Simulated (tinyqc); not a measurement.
Line shape against size: Raman line shape of confined optical phonons and breathing modes of small crystals. Computed by tinyqc, a small Python program. Command: `OMP_NUM_THREADS=1 python tinyqc.py 3024756 3024757 out.jsonl confine walk`. One thread of a shared host (Intel(R) Xeon(R) Processor @ 2.30GHz), about 0.02 s of CPU time with the checks.

Confinement in 3 direction(s) lets phonons with q away from zero scatter light. q is in units of 2 pi/a, from 0 to 1, and the branch is isotropic: omega(q)^2 = (omega_0^2 + omega_X^2)/2 + ((omega_0^2 - omega_X^2)/2) cos(pi q). The model and its constant beta are phenomenological; beta = 8 is the common choice.

Inputs (values chosen for the exercise, modelled on silicon):
```
quantity,value,unit
bulk frequency omega_0,521,1/cm
frequency at the zone boundary omega_X,431,1/cm
natural width Gamma_0,2.9,1/cm
lattice constant a,5.431,angstrom
size L,9.6,nm
confinement constant beta,8,-
```

Shape: sphere.

Method:
- Weight W(q) = q^2 exp(-(2 L q/a)^2/(2 beta)) dq, that is exp(-k^2 L^2/(2 beta pi^2)) for k = 2 pi q/a.
- Width q_c = a sqrt(2 beta)/(2 L), where the exponential falls to 1/e; curvature of the branch: omega(q) = omega_0 - c q^2, c = pi^2 (omega_0^2 - omega_X^2)/(8 omega_0); for small q_c the mean of q^2 is (number of confined directions) q_c^2/2, and the mean shift is -c times that.
- I(omega) = int W(q) / [(omega - omega(q))^2 + (Gamma_0/2)^2] dq / int W dq x (Gamma_0/2)^2, by 400 Gauss-Legendre points on 0 < q < min(1, 2.5 a sqrt(2 beta)/L).
- The peak is the maximum of I; the width is taken between the half-maximum points, and the asymmetry is the low-side half-width over the high-side one.

mean shift, quadratic estimate = -3.89601 1/cm

Line shape:
```
L (nm),peak shift (1/cm),full width (1/cm),asymmetry,"mean shift, quadratic estimate (1/cm)"
3,-16.553,49.976,2.4183,-39.895
3.6,-11.324,35.033,2.485,-27.705
4.4,-7.7191,24.085,2.4661,-18.546
5.5,-5.2056,16.207,2.3474,-11.870
7,-3.5072,10.899,2.1314,-7.3277
10,-2.0392,6.5739,1.7372,-3.5906
15,-1.124,4.3067,1.3449,-1.5958
25,-0.50304,3.2325,1.0777,-0.57449
```

The peak shift falls with exponent -2.08 at the small end and -1.57 at the large end. For still larger L it tends to the mean shift, which goes as 1/L^2; the ratio is 0.41 in the first row and 0.88 in the last. The width exceeds Gamma_0 by over 10 % for L up to 25 nm. In a sphere the factor q^2 removes the weight at q = 0, so the peak itself moves strongly.

Extremes, crossings and ranges named in words are read from the listed rows.
